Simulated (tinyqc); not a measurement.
One level coupled to a phonon between two leads, self-consistent Born approximation: one step of the calculation.

Wide-band leads with mu_L = +V/2 and mu_R = -V/2; phonons in equilibrium, Nq = 1/(exp(w0/kB T) - 1). Scattering links only energies that differ by w0, so a ladder E_k = E1 + k w0 closes on itself; terms that reach past its ends are dropped. Gn and Gp are the electron and hole parts of the spectral function A = Gn + Gp.

Question. Green functions. |G|^2 = 1/[(E - ed)^2 + (GL + GR + Sin + Sout)^2/4], Gn = |G|^2 (GL fL + GR fR + Sin), Gp = |G|^2 (GL (1 - fL) + GR (1 - fR) + Sout), f = 1/(1 + exp((E - mu)/kB T)). On a single ladder the real part of the phonon self-energy, which needs all energies, is left out.

Parameters, values chosen for the exercise:

| symbol | value | unit | meaning |
|---|---|---|---|
| T | 150 | K | temperature of leads and phonons |
| ed | -51 | meV | level |
| GL | 38 | meV | coupling to the left lead |
| GR | 33 | meV | coupling to the right lead |
| V | 33 | mV | bias |

Constants: q = 1.602176634e-19 C, kB = 1.380649e-23 J/K, Vt = kB T/q. Results are converted to the units shown.

```
rung,E (meV),Sin (meV),Sout (meV)
0,-79,1.3250977,0.0046362697
1,-29,0.13035140,0.011872287
2,21,0.029079565,0.22533158
3,71,0.0021652259,0.31766196
4,121,2.9235073e-5,0.16686251
5,171,3.2468249e-7,0.088215250
6,221,4.1063249e-9,0.053384609
```

Wanted: Gn after iteration 1; Gp after iteration 1.

Answer.

```
rung,Gn after iteration 1 (1/meV),Gp after iteration 1 (1/meV)
0,0.034438,1.3779e-4
1,0.034841,0.0058279
2,0.0027078,0.0083338
3,3.6674e-5,0.0043779
4,4.0624e-7,0.0023064
5,5.1768e-9,0.0014064
6,7.2634e-11,9.4428e-4
```

Range of the model: The self-consistent Born approximation keeps only non-crossing phonon lines and no Hartree shift; it is rough once the coupling nears the phonon energy.

Numbers from tinyqc (`OMP_NUM_THREADS=1 python tinyqc.py 2720012 2720013 out.jsonl`; about 0.06 s on one thread of a shared Intel Xeon 2.30GHz).
